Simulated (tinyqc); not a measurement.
Inverter chain driving a load.

N inverters, each f = Hc^(1/N) times larger than the one before: delay tau N (f + pp). Switched capacitance in units of the first input, with output capacitance pp times the input: Hc + (1 + pp)(Hc - 1)/(f - 1).

Parameters, values chosen for the exercise: load over the input capacitance of the chain Hc = 72; parasitic delay of an inverter pp = 1; delay unit tau = 7.5 ps.

Results:
```
N      f  delay (ps)  switched capacitance
1  72.00       547.5                 74.00
2  8.485       142.3                 90.97
3  4.160       116.1                 116.9
4  2.913       117.4                 146.2
5  2.352       125.7                 177.0
7  1.842       149.2                 240.6
```

Estimate the missing row, N = 6.

Computed row:
```
N      f  delay (ps)  switched capacitance
6  2.040       136.8                 208.6
```

With this row back in the table: The delay goes from 548 through a minimum of 116 (at N = 3 among the rows listed) to 149 ps. The best stage effort solves pp + rho (1 - ln rho) = 0, rho = 3.59, which gives N = ln Hc/ln rho = 3.35. One stage fewer than the best costs 23 % in delay and saves 22 % of the switched capacitance.

Computed by the program tinyqc: `OMP_NUM_THREADS=1 python tinyqc.py 2082177 2082178 out.jsonl`, one thread of a shared Intel Xeon 2.30GHz, about 0.01 s for the whole run.
